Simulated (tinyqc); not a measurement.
Inside a calculation. Method: plane-wave Kohn-Sham cycle with exchange-only LDA in a layered model solid. One step of it, computed by the program tinyqc.

Problem. Iteration 1: Hamiltonian at one k. H(m,m') = (k + G_m)^2/2 delta + V(G_m - G_m'), with V(-G) = V(G).

A solid whose potential varies along x alone (atomic units):
```
parameter                      value
period a                   11.800000
cross-section of the cell  30.000000
electrons per cell                 2
grid points                       16
plane waves -n..n, n               2
k points                           3
V1 in V1 cos(2 pi x/a)     -0.690000
V2 in V2 cos(4 pi x/a)     -0.030000
```

V(G_m), m = 0, 1, 2, ... (hartree): -0.175388  -0.345000  -0.015000  0.000000  0.000000

k = 0.000000 2 pi / a

Give: H.

Solution.

H (hartree), lower triangle:
```
         -2       -1       +0       +1      +2
-2   0.3917
-1  -0.3450  -0.0336
+0  -0.0150  -0.3450  -0.1754
+1   0.0000  -0.0150  -0.3450  -0.0336
+2   0.0000   0.0000  -0.0150  -0.3450  0.3917
```
